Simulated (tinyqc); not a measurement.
Ion implantation: universal nuclear stopping, Lindhard-Scharff electronic stopping and a Gaussian range profile: one step, computed by the program tinyqc.

An ion slows by elastic collisions with screened nuclei and by friction with electrons; channelling is ignored and the target is uniform.

Task: Range and straggle. Reduced energy eps = 32.53 M2 E/(Z1 Z2 (M1 + M2)(Z1^0.23 + Z2^0.23)), E in keV; s_n = ln(1 + 1.1383 eps)/(2 (eps + 0.01321 eps^0.21226 + 0.19593 eps^0.5)) for eps up to 30 and ln(eps)/(2 eps) above; S_n = 8.462 Z1 Z2 M1 s_n/((M1 + M2)(Z1^0.23 + Z2^0.23)) in 1e-15 eV cm^2. S_e = k 3.83 Z1^(7/6) Z2/(Z1^(2/3) + Z2^(2/3))^(3/2) sqrt(E/M1) in 1e-15 eV cm^2, E in keV. Path length R = int_0^E dE'/(N (S_n + S_e)); energy lost to nuclei nu = int_0^E S_n/(S_n + S_e) dE' (both with E' = E y^3 and 64 Gauss-Legendre points in y). Estimates of Lindhard type: R_p = R/(1 + M2/(3 M1)), straggle dR_p = (2/3) R_p sqrt(M1 M2)/(M1 + M2).

Inputs (values chosen for the exercise, modelled on nitrogen ions in germanium):
```
quantity                               value    unit
ion atomic number Z1                       7       -
ion mass M1                               14       u
target atomic number Z2                   32       -
target mass M2                         72.63       u
target density N                        44.2  1/nm^3
ion energy E                              15     keV
scale factor of electronic stopping k    1.3       -
```

Give: path length R; projected range R_p; straggle dR_p; energy lost to nuclei nu.

Result:

path length R = 80.97 nm

projected range R_p = 29.67 nm

straggle dR_p = 7.280 nm

energy lost to nuclei nu = 8.632 keV

58 % of the energy goes to nuclei over the whole path. Caution: the estimates of R_p and dR_p assume mainly nuclear stopping and an ion not much lighter than the target; here they are rough, and for light ions in heavy targets the straggle can be low by a factor of two or more.
